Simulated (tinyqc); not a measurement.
Changing the nearest-neighbour distance d: rigid-ion and shell models of the dielectric response of an ionic crystal. Computed by tinyqc, a small Python program. Command: `OMP_NUM_THREADS=1 python tinyqc.py 3010965 3010966 out.jsonl shell sweep`. One thread of a shared host (Intel(R) Xeon(R) Processor @ 2.30GHz), about 0.01 s of CPU time with the checks.

Charges +Z and -Z; 4 nearest neighbours, Madelung constant M = 1.638055, volume per ion pair Omega = 3.079201 d^3. Energy per pair U = -M Z^2 e2/d + 4 A exp(-d/rho), e2 = e^2/(4 pi eps_0). In the shell model the anion is a core of charge Y - Z and a massless shell of charge -Y, joined by the spring k; the repulsion acts on the shell. Each ion feels the Lorentz field E + (4 pi/3) P (Gaussian units).

Inputs (values chosen for the exercise, for a model crystal): ionic charge Z = 1 e; hardness d/rho = 11.6; cation mass = 72.9 u; anion mass = 14.007 u; shell charge size Y = 3.24 e; core-shell spring k = 177 eV/angstrom^2; cation polarisability alpha_+ = 0.082 angstrom^3.

Structure: zinc blende.

Constants: e^2/(4 pi eps_0) = 14.39964548 eV angstrom; 1 eV/angstrom^3 = 160.2176634 GPa; nu for 1 eV/(angstrom^2 u) = 15.6333042 THz; 1 THz = 33.35640952 1/cm.

Method:
- Zero pressure fixes 4 A exp(-d/rho) = M Z^2 e2 rho/d^2. Then U = -(M Z^2 e2/d)(1 - rho/d), B = M Z^2 e2 (d/rho - 2)/(9 Omega d), and the spring of one sublattice against the other is R = (1/3) x (Laplacian of the repulsion summed over neighbours) = M Z^2 e2 (d/rho - 2)/(3 d^3), so R = 3 B Omega/d^2.
- Eliminating the shell gives the anion polarisability alpha_- = Y^2 e2/(k + R), the Szigeti charge Z_S = Z - Y R/(k + R) and the softened spring R' = k R/(k + R). With b = 4 pi (alpha_+ + alpha_-)/(3 Omega): eps_inf = (1 + 2b)/(1 - b) (Clausius-Mossotti); Born charge Z* = Z_S (eps_inf + 2)/3.
- mu lambda_TO = R' - (4 pi e2/(3 Omega)) Z_S^2/(1 - b); mu lambda_LO = mu lambda_TO + 4 pi e2 Z*^2/(eps_inf Omega); eps_s = eps_inf lambda_LO/lambda_TO.
- lambda in eV/(angstrom^2 u) gives the wavenumber 15.6333042 x 33.35640952 x sqrt(lambda); mu is the reduced mass.

One run for each value:
```
nearest-neighbour distance d (angstrom)   eps_s  eps_inf  omega_TO (1/cm)  bulk modulus B (GPa)
1.95                                     2.6115   1.5851           416.17                90.540
2.19                                     2.4314   1.3972           350.04                56.912
2.30                                     2.3753   1.3386           325.34                46.781
2.42                                     2.3263   1.2875           301.54                38.170
2.53                                     2.2900   1.2495           282.16                31.952
2.65                                     2.2575   1.2155           263.27                26.546
2.76                                     2.2327   1.1897           247.73                22.560
2.88                                     2.2102   1.1661           232.44                19.029
```

Give the missing row, nearest-neighbour distance d (angstrom) = 2.07.

Computed row:
```
nearest-neighbour distance d (angstrom)   eps_s  eps_inf  omega_TO (1/cm)  bulk modulus B (GPa)
2.07                                     2.5093   1.4785           380.74                71.302
```

Interpolating between the two neighbouring rows (linearly) misses most in bulk modulus B (GPa), by 3.4 %. Over the rows, eps_s falls from 2.61 to 2.21 (exponent d ln y / d ln x -0.67 between the first rows and -0.24 between the last); eps_inf falls from 1.59 to 1.17 (exponent d ln y / d ln x -1.2 between the first rows and -0.47 between the last); omega_TO (1/cm) falls from 416 to 232 (exponent d ln y / d ln x about -1.5 throughout). The exponent of bulk modulus B stays at -4: B is an energy ~ 1/d over a volume ~ d^3. d/rho, k and the cation polarisability are held fixed, so each row is a different crystal at zero pressure, not one crystal under strain.
